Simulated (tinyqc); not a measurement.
Spin coating of a resist or spin-on film: centrifugal thinning, evaporation and the final thickness (Emslie and Meyerhofer models). Which input was changed? Computed by tinyqc, a small Python program. Command: `OMP_NUM_THREADS=1 python tinyqc.py 3113219 3113220 out.jsonl spincoat which`. One thread of a shared host (Intel(R) Xeon(R) Processor @ 2.30GHz), about 1 s of CPU time with the checks.

A Newtonian film stays uniform over the wafer; solvent and solids have the same density and the concentration is uniform through the thickness.

Inputs (values chosen for the exercise, of the order of those of a polymer resist in an ester solvent): solids volume fraction c0 = 0.2; kinematic viscosity of the solvent nu_s = 2.5 mm^2/s; viscosity constant k = 1500 mm^2/s; viscosity exponent gamma = 3.1; spin speed f = 5000 rpm; evaporation rate at 1000 rpm e0 = 0.44 micrometre/s; starting thickness h0 = 800 micrometre; wafer radius R = 50 mm; shrinkage in the bake = 10 %.

Method:
- omega = 2 pi f/60; nu(c) = nu_s + k c^gamma; evaporation rate e = e0 sqrt(f/1000 rpm).
- Flow constant K = 2 omega^2/(3 nu(c0)); Reynolds number of the air omega R^2/nu_air with nu_air = 15 mm^2/s.
- Meyerhofer estimate: flow rules until (1 - c0) K h^3 = e, then evaporation alone: h_w = (e/((1 - c0) K))^(1/3), dry film c0 h_w.
- Full model for solids s and liquid l per area, h = s + l, c = s/h: ds/dt = -c Q, dl/dt = -(1 - c) Q - e, Q = 2 omega^2 h^3/(3 nu(c)); integrated adaptively (relative tolerance 1e-9) until l = 0.
- Dry film = s at l = 0, before the bake; film after the bake = s x (1 - shrinkage).

Problem. One of these inputs alone was changed, within the range given: viscosity exponent gamma (1.55 to 6.2); spin speed f (2500 to 9000); evaporation rate at 1000 rpm e0 (0.22 to 0.88); starting thickness h0 (400 to 1600). Which one, and to what value?

Results:
```
run     time to dry (s)  wet thickness h_w (micrometre)  dry film, estimate (nm)
before         4.719048                        4.406546                 881.3092
after          3.575046                        3.835406                 767.0812
```

Solution.

Each candidate set to reproduce time to dry, and what it then gives:
```
candidate                                       range searched  value needed  wet thickness h_w (micrometre)  dry film, estimate (nm)
viscosity exponent gamma                           1.55 to 6.2         3.841                          3.3523                    670.5
spin speed f (rpm)                                2500 to 9000          6600                          3.8354                    767.1
evaporation rate at 1000 rpm e0 (micrometre/s)    0.22 to 0.88        0.6673                          5.0627                   1012.5
starting thickness h0 (micrometre)                 400 to 1600  out of reach                               -                        -
```

Only spin speed f fits every result: it went from 5000 to 6600 rpm. The next best candidate, viscosity exponent gamma, misses one result by 13 %.
